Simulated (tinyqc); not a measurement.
From Debye to Thomas-Fermi: static screening by free carriers.

kF = (3 pi^2 n/Mv)^(1/3), EF = c kF^2/m with c = hbar^2/2m0, n in 1/angstrom^3 (1e-24 per 1/cm^3), e2 = e^2/(4 pi eps0). Thomas-Fermi: qTF^2 = 6 pi e2 n/(eps EF). Debye: qD^2 = 4 pi e2 n/(eps kB T).

F_j(eta) = (1/Gamma(j + 1)) integral_0^infinity x^j dx/(1 + exp(x - eta)), which tends to exp(eta) for eta << 0.

At finite T: qs^2 = qD^2 F_-1/2(eta)/F_1/2(eta), where n = Mv N F_1/2(eta) and N = 2 (m kB T/(4 pi c))^(3/2) with c = hbar^2/2m0, in 1/angstrom^3; times 1e24 for 1/cm^3.

Constants: hbar^2/2m0 = 3.80998211 eV angstrom^2; e^2/(4 pi eps0) = 14.39964547 eV angstrom; kB = 8.617333262e-05 eV/K.

Parameters, chosen for this exercise (near those of Si; the results hold for these values, not for the real material):
- m = 0.3178 m0 (mass of one isotropic valley)
- Mv = 6 (valleys)
- eps = 11.8 (background dielectric constant)
- T = 300 K

Screening lengths (angstrom):

| n (1/cm^3) | eta | Debye | Thomas-Fermi | finite T |
|---|---|---|---|---|
| 8.0e+16 | -5.82 | 145.2 | 18.72 | 145.2 |
| 5.0e+17 | -3.98 | 58.07 | 13.80 | 58.26 |
| 3.0e+18 | -2.16 | 23.71 | 10.23 | 24.17 |
| 1.0e+19 | -0.86 | 12.98 | 8.374 | 13.80 |
| 4.0e+19 | 0.91 | 6.492 | 6.646 | 7.961 |
| 1.0e+20 | 2.56 | 4.106 | 5.705 | 6.082 |
| 5.0e+20 | 8.37 | 1.836 | 4.363 | 4.390 |
| 2.0e+21 | 21.30 | 0.9181 | 3.463 | 3.466 |

What does the comparison show?

Debye is within 5 % of the finite-T length up to 3e+18 1/cm^3 of the densities listed and Thomas-Fermi from 5e+20 on. The length goes as n^-0.50 at the low end and n^-0.17 at the high end, against the limits -1/2 and -1/6. Both limits give too short a length.

(tinyqc, `OMP_NUM_THREADS=1 python tinyqc.py 1650784 1650785 out.jsonl`, Intel(R) Xeon(R) Processor @ 2.30GHz, 1 thread, shared host, about 0.01 s.)
